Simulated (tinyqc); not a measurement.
## CMOS inverter, nodal equation and switching: effect of the n-channel threshold

An n-channel pull-down (bn, VTn) and a p-channel pull-up (bp, VTp) share the input Vin and the output node Vout, which carries the load C. Transistor (EKV form, voltages against the body): I = 2 n b Vt^2 [F(vp - Vs) - F(vp - Vd)] from drain to source, F(v) = ln^2(1 + exp(v/(2 Vt))), vp = (Vg - VT + sg |Vd - Vs|)/n. n-channel bodies are at 0; for the p-channel device all voltages are counted down from Vdd. b in uA/V^2 gives I in uA. Static: In = Ip. Transient: C dVout/dt = Ip - In. No velocity saturation, no gate capacitance beyond C.

VM solves In = Ip with Vin = Vout; VIL and VIH are the inputs of gain -1, NML = VIL - Vout(VIH), NMH = Vout(VIL) - VIH. For a step input the delay to Vdd/2 is tHL = C times the integral of dV/(In - Ip) from Vdd/2 to Vdd at Vin = Vdd, and tLH likewise with Ip - In from 0 to Vdd/2 at Vin = 0.

Inputs (values chosen for the exercise):
```
symbol,value,unit,meaning
T,400,K,temperature
Vdd,0.7,V,supply voltage
n,1.21,,slope factor
sg,0.042,,drain-induced barrier lowering
VTp,0.36,V,p-channel threshold (magnitude)
bn,670,uA/V^2,gain factor of the pull-down transistor
bp,200,uA/V^2,gain factor of the pull-up transistor
C,0.23,fF,load capacitance
```

Constants: q = 1.602176634e-19 C, kB = 1.380649e-23 J/K, Vt = kB T/q. Results are converted to the units shown.

Effect of the n-channel threshold:
```
VTn (V)  VM (V)  gain at VM  NML (V)  NMH (V)  tHL (ps)  tLH (ps)
0.15     0.2021      -19.29   0.1059   0.4203    0.9011     7.430
0.2      0.2298      -21.93   0.1418   0.3961     1.075     7.407
0.25     0.2572      -23.09   0.1764   0.3721     1.309     7.399
0.3      0.2842      -23.53   0.2097   0.3482     1.632     7.397
0.35     0.3107      -23.69   0.2417   0.3242     2.093     7.396
0.4      0.3369      -23.74   0.2726   0.3002     2.776     7.396
0.45     0.3627      -23.75   0.3024   0.2760     3.843     7.396
0.5      0.3881      -23.72   0.3312   0.2517     5.614     7.396
```

What does the comparison show?

As VTn goes from 0.15 to 0.5 V, VM rises from 0.202 to 0.388 V, the size of the gain goes from 19.29 through a maximum of 23.75 (at VTn = 0.45 V among the rows listed) to 23.72, tHL rises from 0.901 to 5.61 ps and tLH stays near 7.40 ps. The smaller margin is largest, 0.276 V, at VTn = 0.45 V among the rows. At VTn = 0.15 V the overdrive passes 0.5 V, where velocity saturation, left out here, would lengthen the delays of short devices.

Computed by the program tinyqc: `OMP_NUM_THREADS=1 python tinyqc.py 2340028 2340029 out.jsonl`, one thread of a shared Intel Xeon 2.30GHz, about 0.04 s for the whole run.
